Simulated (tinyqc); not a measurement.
ESD clamp with bipolar snapback, compact model and design window: two steps of the calculation.

The drain junction multiplies the current that enters it: Igen = (M - 1)(Ic + I0), M = 1/(1 - (Vj/BV)^n). The generated holes leave through the substrate resistance and the base of the parasitic npn: Igen = Vb/Rb + Ic/be, Ic = Is exp(Vb/Vt). Terminal current I = Ic + I0 + Igen and voltage V = Vj + I Ro, per width. Isothermal, constant gain.

Inputs (values chosen for the exercise); values close to those of grounded-gate n-channel clamps:
- T = 300 K (temperature)
- BV = 10.2 V (junction breakdown voltage)
- n = 3.1 (exponent of the multiplication)
- be = 5.3 (current gain of the parasitic npn)
- Is = 1.7e-17 A/um (saturation current)
- I0 = 1e-11 A/um (junction leakage)
- Rb = 72000 ohm um (substrate resistance)
- Ro = 320 ohm um (drain ballast and contact resistance)
- It2 = 5.5 mA/um (failure current for 100 ns)

Constants: q = 1.602176634e-19 C, kB = 1.380649e-23 J/K, Vt = kB T/q. Results are converted to the units shown.

Problem 1. The snapback curve. For given Vb: Ic, Igen, M = 1 + Igen/(Ic + I0), Vj = BV (1 - 1/M)^(1/n), I and V.

Vb, point 0 to 8 (V): 0.05  0.3  0.363  0.423  0.473  0.631  0.779  0.799  0.829

Give: Ic; M; Vj; I; V.

Solution 1.

```
point  Ic (uA/um)        M  Vj (V)  I (uA/um)  V (V)
0       1.176e-10  6.944e4   10.20     0.6945  10.20
1        1.863e-6  3.512e5   10.20      4.167  10.20
2        2.131e-5  1.610e5   10.20      5.042  10.20
3        2.170e-4  2.588e4   10.20      5.875  10.20
4        0.001501     4348   10.20      6.571  10.20
5          0.6773    14.13   9.961      9.569  9.964
6           207.5    1.241   6.011      257.5  6.093
7           449.8    1.213   5.822      545.8  5.997
8            1436    1.197   5.697       1718  6.247
```

V peaks at Vt1 = 10.20 V and falls to Vh = 5.997 V: once the npn supplies current, a small M feeds the base. At high current M tends to 1 + 1/be and Vj to BV (1 + be)^(-1/n) = 5.633 V.

Problem 2. Base voltage at the failure current. I(Vb) = Ic (1 + 1/be) + I0 + Vb/Rb, I' = Ic (1 + 1/be)/Vt + 1/Rb; Newton steps on ln I: Vb(new) = Vb - ln(I/It2) I/I'. V follows from the introduction.

Vb at the start = 0.74 V

Find: I; V; I'; Vb after iteration 1.

Solution 2.

I = 0.06485 mA/um
V = 6.878 V
I' = 2.125 mS/um
Vb after iteration 1 = 0.8755 V

tinyqc, about 0.01 s, one thread, Intel Xeon 2.30GHz (shared host): `OMP_NUM_THREADS=1 python tinyqc.py 2670146 2670147 out.jsonl`
